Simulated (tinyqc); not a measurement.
Worked calculation: coupled-perturbed Hartree-Fock on RHF in the 3-21g basis, for H-, spin multiplicity 1. The basis has no diffuse functions, so it cannot describe the extra electron: this is an exercise in the method, not the real anion. The polarisability along this axis is zero because the basis has no function that the field can mix in; the real value is not. Computed by tinyqc, a small Python program that keeps every step (integrals from PySCF). Settings: charge = -1, multiplicity = 1, basis = 3-21g, method = RHF, energy threshold = 1e-10, iteration cap = 58, orthogonalisation = symmetric, start = Wolfsberg-Helmholz matrix, DIIS depth = 6. Command: `OMP_NUM_THREADS=1 python tinyqc.py 29053 29054 out.jsonl` (the two numbers bound the seeds that draw the settings). One thread of a shared host (Intel(R) Xeon(R) Processor @ 2.60GHz), about 0.1 s of CPU time with the checks. The early iterations of the SCF are left out here.

## One-electron integrals

Geometry (angstrom):
```
atom        x        y        z
H     0.00000  0.00000  0.00000
```

Basis 3-21g: exponents (1/bohr^2) and contraction coefficients of normalised primitives:
```
element  l (shell)  exponent  coefficient
H            s (1)   5.44718      0.15628
H            s (1)   0.82455      0.90469
H            s (2)   0.18319      1.00000
```

Overlap, kinetic and nuclear-attraction integrals over the contracted functions; the nuclear repulsion is the sum of Za Zb / Rab.

nuclear repulsion = 0 hartree

overlap S:
```
         1H 1s    1H 2s
1H 1s  1.00000  0.64590
1H 2s  0.64590  1.00000
```

kinetic energy T (hartree):
```
         1H 1s    1H 2s
1H 1s  1.54940  0.29315
1H 2s  0.29315  0.27479
```

nuclear attraction V (hartree):
```
          1H 1s     1H 2s
1H 1s  -1.72092  -0.78266
1H 2s  -0.78266  -0.68300
```

core Hamiltonian H = T + V (hartree):
```
          1H 1s     1H 2s
1H 1s  -0.17151  -0.48951
1H 2s  -0.48951  -0.40822
```

## Two-electron integrals

Functions are numbered as in S; the eight-fold symmetry (ij|kl) = (ji|kl) = (kl|ij) leaves the list below.

Two-electron integrals (ij|kl) in chemists' order, unique and non-zero (hartree):
```
(11|11) 1.14014   (21|11) 0.61140   (21|21) 0.34515   (22|11) 0.62637
(22|21) 0.38033   (22|22) 0.48296
```

## Orthogonalisation

S = U s U^T; symmetric (Loewdin) form X = U s^(-1/2) U^T, so that X^T S X = 1.

eigenvalues of S: 0.35410  1.64590

X:
```
          1H 1s     1H 2s
1H 1s   1.22998  -0.45051
1H 2s  -0.45051   1.22998
```

## Iteration 4 (converged): orbitals

converged F (hartree):
```
          1H 1s     1H 2s
1H 1s   0.75488  -0.11383
1H 2s  -0.11383   0.11697
```

Diagonalise F' = X^T F X, C = X C', fill 1 alpha and 1 beta electrons from the bottom; D = 2 C_occ C_occ^T. Each column has its largest component positive (the first on a tie).

F' = X^T F X (hartree):
```
          1         2
1   1.29191  -0.67842
2  -0.67842   0.45632
```

orbital energies (hartree): MO1 0.07737, MO2 1.67086

coefficients C:
```
           MO1       MO2
1H 1s  0.20650   1.29351
1H 2s  0.85412  -0.99312
```

D after iteration 4:
```
         1H 1s    1H 2s
1H 1s  0.08529  0.35275
1H 2s  0.35275  1.45903
```

## Convergence

Stop when the energy changes by less than 1e-10 hartree and every element of the error matrix X^T (F D S - S D F) X is below 3e-06.

Course of the cycle:
```
iteration  E (hartree)     change  largest element of the error matrix
1           -0.4001494          -                             2.74e-02
2           -0.4004156  -2.66e-04                             3.59e-03
3           -0.4004202  -4.64e-06                             3.60e-06
4           -0.4004202  -3.83e-12                             1.53e-06
```

PySCF RHF in the same basis = -0.4004202 hartree

Converged in 4 iterations.

## Integrals over molecular orbitals

(pq|rs) = sum C_ip C_jq C_kr C_ls (ij|kl), one index at a time.

one-electron integrals over orbitals h = C^T H C (hartree):
```
          1         2
1  -0.47779  -0.13997
2  -0.13997   0.56808
```

Two-electron integrals over orbitals (pq|rs), unique and non-zero (hartree):
```
(11|11) 0.55516   (21|11) 0.13997   (21|21) 0.13775   (22|11) 0.62027
(22|21) 0.25087   (22|22) 0.82322
```

## Response to a field: uncoupled start

dipole integrals <a|y|i> (bohr):
```
         i1
a2  0.00000
```

Field along y; U_ai = -mu_ai / (e_a - e_i), alpha = -4 sum U_ai mu_ai.

uncoupled U:
```
         i1
a2  0.00000
```

uncoupled polarisability = 0.00000 bohr^3

## Coupled step 1

U_ai = -(mu_ai + sum_bj [4 (ai|bj) - (ab|ij) - (aj|bi)] U_bj) / (e_a - e_i); alpha = -4 sum U_ai mu_ai.

U after step 1:
```
         i1
a2  0.00000
```

polarisability = 0.00000 bohr^3

## Coupled polarisability

Repeat until U stops changing; compare with -d2E/dF2.

Course of the coupled iterations:
```
step  alpha (bohr^3)
0            0.00000
1            0.00000
```

coupled polarisability = 0.00000 bohr^3

finite-field check, fields of +/-0.001 au = 1.69e-06 bohr^3
